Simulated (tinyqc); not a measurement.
G0W0 on RHF in the sto-3g basis, for H3+, spin multiplicity 1, step by step. One step of it, computed by the program tinyqc.

Problem. Iteration 4 (converged): orbitals. Diagonalise F' = X^T F X, C = X C', fill 1 alpha and 1 beta electrons from the bottom; D = 2 C_occ C_occ^T. Each column has its largest component positive (the first on a tie).

converged F (hartree):
```
           1H 1s      2H 1s      3H 1s
1H 1s  -0.781727  -0.736467  -0.677904
2H 1s  -0.736467  -0.703652  -0.562405
3H 1s  -0.677904  -0.562405  -0.667622
```

X:
```
           1H 1s      2H 1s      3H 1s
1H 1s   1.200934  -0.286648  -0.236540
2H 1s  -0.286648   1.146488  -0.119535
3H 1s  -0.236540  -0.119535   1.115664
```

Give: F' = X^T F X; orbital energies; coefficients C; D after iteration 4.

Solution.

F' = X^T F X (hartree):
```
         1        2        3
1  -0.4067  -0.4084  -0.3523
2  -0.4084  -0.4069  -0.2228
3  -0.3523  -0.2228  -0.4186
```

orbital energies (hartree): MO1 -1.0716, MO2 -0.1948, MO3 0.0342

coefficients C:
```
          MO1      MO2      MO3
1H 1s  0.4681  -0.1321   1.1592
2H 1s  0.4042  -0.7720  -0.8072
3H 1s  0.3778   0.9678  -0.4854
```

D after iteration 4:
```
        1H 1s   2H 1s   3H 1s
1H 1s  0.4381  0.3783  0.3536
2H 1s  0.3783  0.3267  0.3054
3H 1s  0.3536  0.3054  0.2855
```
